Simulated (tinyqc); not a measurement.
Thickness series: Landau-Devonshire theory of a uniaxial ferroelectric. Computed by tinyqc, a small Python program. Command: `OMP_NUM_THREADS=1 python tinyqc.py 3030676 3030677 out.jsonl ferro walk`. One thread of a shared host (Intel(R) Xeon(R) Processor @ 2.30GHz), about 0.01 s of CPU time with the checks.

G(P) = (alpha/2) P^2 + (beta*/4) P^4 + (gamma/6) P^6 - E P per volume, SI units, one domain, P along the polar axis, which is normal to the film.

Inputs (values chosen for the exercise, for a model ferroelectric):
```
quantity,value,unit
alpha_0,1.45e+06,J m/(C^2 K)
Curie-Weiss temperature T0,370,K
beta,-5e+09,J m^5/C^4
gamma,1.63e+10,J m^9/C^6
temperature T,336,K
misfit strain u_m,-0.0083,-
electrostriction Q12,-0.027,m^4/C^2
compliance s11 + s12,8.8e-12,m^2/N
film thickness d,6.6,nm
screening length lambda,0.0037,nm
background permittivity eps_b,5,-
series capacitance C_d,1.5,microfarad/cm^2
```

Sample: epitaxial film.

Constants: eps_0 = 8.8541878128e-12 F/m.

Method:
- alpha = alpha_0 (T - T0*), with clamping: T0* = T0 + 4 Q12 u_m/(alpha_0 (s11 + s12)), beta* = beta + 4 Q12^2/(s11 + s12).
- Ps^2 = [-beta* + sqrt(beta*^2 - 4 alpha gamma)]/(2 gamma).
- chi = 1/(eps_0 G''), G'' = alpha + 3 beta* P^2 + 5 gamma P^4 at Ps. Ps, chi and the coercive field are for perfect screening, without a depolarising field. The intrinsic coercive field is |alpha P + beta* P^3 + gamma P^5| at the P_c where G'' = 0. 1 C/m^2 = 100 microcoulomb/cm^2.
- Between shorted electrodes with screening length lambda each, the depolarising field is -k P, k = 2 lambda/(eps_0 (d + 2 lambda eps_b)), so alpha turns into alpha + k.
- The polar state is the lowest uniform state while alpha + k < 0 (beta* > 0) or < 3 beta*^2/(16 gamma) (beta* < 0); setting the equality gives the critical thickness d_c.
- Domains are left out, though they can pre-empt both the loss of P and the state at P = 0. The second and third columns are for the shorted capacitor, polar only where it is the lowest uniform state: alpha + k < 0 (beta* > 0) or < 3 beta*^2/(16 gamma) (beta* < 0). The last column is another circuit, the film in series with C_d at P = 0: 1/C = (alpha d)/(1 + alpha eps_0 eps_b) + 1/C_d, and P = 0 is locally stable while 1/C > 0; a dash marks the rest.

alpha = -1.51164e+08 J m/C^2

beta* = -4.66864e+09 J m^5/C^4

critical thickness d_c = 2.04260 nm

spontaneous polarisation Ps = 56.1949 microcoulomb/cm^2

Against thickness:
```
d (nm),P (microcoulomb/cm^2),depolarising field (MV/m),C of the stack / C_d
1,0.000,0.00,1.0023
2,0.000,0.00,1.0046
3,50.674,139.45,1.0069
5,53.219,88.30,1.0115
8,54.423,56.59,1.0186
15,55.282,30.73,1.0355
30,55.747,15.51,1.0735
60,55.973,7.79,1.1587
150,56.106,3.13,1.5207
```

What does the comparison show, and why?

The polar state appears between 2 and 3 nm (d_c = 2.04 nm), and at 150 nm P is 99.8 % of Ps. The stack exceeds C_d wherever it is stable, up to 1.52 times: the ferroelectric held at P = 0 acts as a negative capacitance.

Extremes, crossings and ranges named in words are read from the listed rows.
